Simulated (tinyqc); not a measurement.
# Worked calculation: an infinitely deep well in a field (quantum-confined Stark shift), Airy functions

Program tinyqc, `OMP_NUM_THREADS=1 python tinyqc.py 2580132 2580133 out.jsonl`; Intel Xeon 2.30GHz, shared host, one thread, about 0.03 s. Printed values are rounded.

Hard walls at x = -L/2 and +L/2; between them U(x) = -F x (eV, zero at the centre). C = hbar^2/(2 m0), e = (C F^2/m1)^(1/3), z1 = (F L/2 - E)/e at the left wall and z2 = (-F L/2 - E)/e at the right wall. Levels are the roots of D(E) = Ai(z1) Bi(z2) - Ai(z2) Bi(z1).

Inputs (values chosen for the exercise):
- m1 = 0.041 m0 (mass)
- L = 9.4 nm (well width)
- F = 0.02 V/nm (field)
- n = 2 (level sought)

Constants: q = 1.602176634e-19 C, hbar = 1.054571817e-34 J s, m0 = 9.1093837015e-31 kg, hbar^2/(2 m0) = 0.0380998212 eV nm^2. Results are converted to the units shown.

## Level without field and second-order shift

E_n(0) = C (n pi/L)^2/m1; second-order shift m1 F^2 L^4 (1 - 15/(pi n)^2)/(48 C pi^2 n^2).

E_n(0) = 0.415186 eV
second-order shift = 1.09965 meV
F L/E_1(0) = 1.81123

## Step 1: secant step for the level

first trial energy = 0.4152 eV
second trial energy = 0.41 eV

Secant step from the last two trial energies, E_a the older and E_b the newer: next = E_b - D(E_b) (E_b - E_a)/(D(E_b) - D(E_a)).

D(E_a) = 0.00108028
D(E_b) = 0.00642315
third trial energy = 0.416251 eV

## Step 2: secant step for the level

As before.

D(E_a) = 0.00642315
D(E_b) = 1.20915e-5
fourth trial energy = 0.416263 eV

## Course of the secant iteration

Stop when E changes by less than 1e-10 eV and the root is level n (n - 1 nodes between the walls). E_a and E_b start as the two trial energies.

Course of the iteration:
```
step,E (eV),change (eV)
1,0.416251,6.25e-3
2,0.416263,1.18e-5
3,0.416263,1.34e-7
4,0.416263,2.98e-12
```

Converged in 4 steps to level 2.

## Stark shift

Exact shift E_n(F) - E_n(0), and the mean position <x> = -dE_n/dF. E_n(0) = C (n pi/L)^2/m1; second-order shift m1 F^2 L^4 (1 - 15/(pi n)^2)/(48 C pi^2 n^2).

E_n = 0.416263 eV
shift = 1.07693 meV
<x> = -0.10546 nm

The second-order estimate is 2.1 % above the exact shift in size.
